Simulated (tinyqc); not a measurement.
Non-radiative capture by multiphonon emission, one effective mode. Changing the temperature T. Computed by tinyqc, a small Python program. Command: `OMP_NUM_THREADS=1 python tinyqc.py 3027383 3027384 out.jsonl capture sweep`. One thread of a shared host (Intel(R) Xeon(R) Processor @ 2.30GHz), about 0.03 s of CPU time with the checks.

The initial state (free carrier plus empty centre) lies dE above the final state; both have the same frequency and are displaced by dQ.

Inputs (values chosen for the exercise, with mass, screening and phonons like those of CdS):
```
quantity                    value                   unit
energy released dE          0.329                     eV
phonon energy hbar omega     27.9                    meV
Huang-Rhys factor S          6.26                      -
electron-phonon coupling W  0.046  eV/(u^(1/2) angstrom)
cell volume V                1880             angstrom^3
degeneracy g                    2                      -
broadening b                   20                    meV
carrier mass m              0.825                    m_0
dielectric constant eps      8.67                      -
defect density N_t          4e+16                  cm^-3
```

Centre: repulsive.

Constants: hbar^2/u = 4.18015928e-03 eV angstrom^2; k_B = 8.617333262e-05 eV/K; hbar = 6.582119569e-16 eV s; Ry = 13.605693123 eV; k_B = 1.380649e-23 J/K; m_0 = 9.1093837015e-31 kg.

Method:
- dQ = sqrt(2 S (hbar^2/u)/hbar omega); relaxation energy lambda = S hbar omega; phonons needed P = dE/hbar omega; classical barrier E_b = (dE - lambda)^2/(4 lambda); occupation n = 1/(exp(hbar omega/k_B T) - 1).
- Huang-Rhys weight for a net emission of p phonons: L_p = exp(-S (2n + 1)) ((n + 1)/n)^(p/2) I_p(2 S sqrt(n (n + 1))), I_p the modified Bessel function.
- M_p = sum_m w_m <m_i|Q|(m + p)_f>^2 with Q counted from the final minimum and Boltzmann weights w_m for m = 0..24; <m_i|Q|k_f> = sqrt((hbar^2/u)/(2 hbar omega)) [sqrt(k) <m|k-1> + sqrt(k+1) <m|k+1>], with overlaps of oscillators displaced by d = sqrt(2 S) summed on 1500 points from -16 to 16 + d.
- The delta function is a Gaussian of standard deviation b at dE - p hbar omega.
- C_0 = V (2 pi/hbar) g W^2 sum_p M_p Gaussian_p. The sum runs over the seven p from round(P) - 3 to round(P) + 3; 1 angstrom^3 = 1e-24 cm^3.
- Sommerfeld factor of a repulsive centre: s(k) = 2 pi nu/(exp(2 pi nu) - 1), nu = sqrt(Ry*/E), Ry* = Ry m/eps^2, averaged over (2/sqrt(pi)) sqrt(x) exp(-x) dx with x = E/k_B T = t^2 (trapezoid, t to 6 in steps of 0.01).
- C = s C_0; v = sqrt(3 k_B T/m); sigma = C/v; tau = 1/(C N_t).

One run for each value:
```
temperature T (K)  capture coefficient C (cm^3/s)  C_0 (cm^3/s)  Sommerfeld factor s  cross-section sigma (cm^2)
60                                      1.027e-13     1.887e-07            5.440e-07                   1.785e-20
83                                      6.487e-13     1.951e-07            3.324e-06                   9.591e-20
120                                     4.353e-12     2.151e-07            2.023e-05                   5.353e-19
160                                     1.716e-11     2.445e-07            7.019e-05                   1.828e-18
220                                     6.972e-11     2.918e-07            2.389e-04                   6.331e-18
310                                     2.686e-10     3.527e-07            7.614e-04                   2.055e-17
430                                     8.144e-10     4.065e-07            2.003e-03                   5.290e-17
600                                     2.099e-09     4.427e-07            4.740e-03                   1.154e-16
```

Describe and explain the trends.

Over the rows, capture coefficient C (cm^3/s) rises from 1.03e-13 to 2.10e-9 (exponent d ln y / d ln x 5.7 between the first rows and 2.8 between the last); C_0 (cm^3/s) rises from 1.89e-7 to 4.43e-7 (exponent d ln y / d ln x 0.10 between the first rows and 0.26 between the last); Sommerfeld factor s rises from 5.44e-7 to 0.00474 (exponent d ln y / d ln x 5.6 between the first rows and 2.6 between the last). The classical barrier (dE - S hbar omega)^2/(4 S hbar omega) is 0.034 eV and hbar omega/k_B is 324 K; well below that temperature C_0 is the tunnelling rate from the lowest level.

Caution (all rows): the effective Bohr radius is under 10 angstrom, so the effective-mass Sommerfeld factor is rough.

Extremes, crossings and ranges named in words are read from the listed rows.
